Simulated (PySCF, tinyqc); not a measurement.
Inside a calculation. Method: FCI on RHF in the sto-6g basis, for H4, spin multiplicity 1. The lowest restricted solution is unstable here: a spin-polarised one lies 0.1048 hartree lower (PySCF). One step of it, computed by the program tinyqc.

Question. Orthogonalisation. S = U s U^T; canonical form X = U s^(-1/2), so that X^T S X = 1. Each column of U has its largest component positive (the first on a tie).

overlap S:
```
          1H 1s     2H 1s     3H 1s     4H 1s
1H 1s  1.000000  0.459930  0.479857  0.264237
2H 1s  0.459930  1.000000  0.264237  0.479857
3H 1s  0.479857  0.264237  1.000000  0.459930
4H 1s  0.264237  0.479857  0.459930  1.000000
```

Give: eigenvalues of S; X.

Answer.

eigenvalues of S: 0.3244  0.7158  0.7557  2.2040

X:
```
             1        2        3       4
1H 1s   0.8778   0.5910   0.5752  0.3368
2H 1s  -0.8778   0.5910  -0.5752  0.3368
3H 1s  -0.8778  -0.5910   0.5752  0.3368
4H 1s   0.8778  -0.5910  -0.5752  0.3368
```
